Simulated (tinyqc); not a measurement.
Keating valence-force model of a tetrahedral crystal: one step, computed by the program tinyqc. Command: `OMP_NUM_THREADS=1 python tinyqc.py 3020342 3020343 out.jsonl keating walk`. One thread of a shared host (Intel(R) Xeon(R) Processor @ 2.30GHz), about 0.04 s of CPU time with the checks.

Atom A sits at 0 and atom B at a/4 (1,1,1) of an fcc lattice; the four bonds from A are t = a/4 (1,1,1), a/4 (1,-1,-1), a/4 (-1,1,-1), a/4 (-1,-1,1), of length d = sqrt(3) a/4. Energy: E = (3 alpha/(8 d^2)) sum over bonds (r.r - d^2)^2 + (3 beta/(8 d^2)) sum over pairs of bonds at one atom (r_i.r_j + d^2/3)^2, with beta_A for the six pairs at A and beta_B for the six at B. The cell holds two atoms, Omega = a^3/4. 1 N/m = 1 J/m^2. With constants fitted to the elastic moduli this model puts optical and zone-boundary frequencies of real crystals too high, by up to about 20 % in elemental crystals and up to about 50 % in compounds, and mostly by more for TA modes; in compounds the lattice part of the static dielectric constant then comes out too low.

Question. Frequencies at the zone boundary. With displacements u exp(i q.r), each bracket changes by g.u, where g = (g_A, g_B): bond t, g = (-2 t, 2 t exp(i q.t)); pair (i, j) at A, g = (-(t_i + t_j), t_i exp(i q.t_j) + t_j exp(i q.t_i)); pair at B, g = (-t_i exp(-i q.t_j) - t_j exp(-i q.t_i), t_i + t_j). Then D_mn = sum over the 4 bonds and 12 pairs of (4 k/a^2) conj(g_m) g_n / sqrt(M_m M_n), with k = alpha or beta converted to eV/angstrom^2. Only the short-range forces enter; the Coulomb field of the charges is left out. An eigenvalue lambda of D in eV/(angstrom^2 u) gives nu = 15.6333042 THz x sqrt(lambda).

Inputs (values chosen for the exercise, modelled on gallium antimonide):
```
quantity                value  unit
mass M_A                69.72     u
mass M_B               121.76     u
bond stretching alpha    32.5   N/m
bond bending beta_A      7.39   N/m
bond bending beta_B      7.39   N/m
```

Structure: zinc blende.

Constants: nu for 1 eV/(angstrom^2 u) = 15.6333042 THz; 1 eV/angstrom^2 = 16.02176634 J/m^2.

Give: Frequencies (THz) at points given in 2 pi/a.

Answer.

Frequencies (THz) at points given in 2 pi/a:
```
point               nu 1   nu 2   nu 3   nu 4   nu 5   nu 6
X (1, 0, 0)        3.037  3.037  4.868  6.433  6.758  6.758
L (0.5, 0.5, 0.5)  2.161  2.161  4.702  6.358  7.087  7.087
W (1, 0.5, 0)      3.304  3.428  4.471  5.909  6.845  7.103
K (0.75, 0.75, 0)  2.812  3.623  4.534  6.006  6.855  7.072
```

At X the two longitudinal modes are split (4.87 and 6.43 THz) because each moves one sublattice alone.
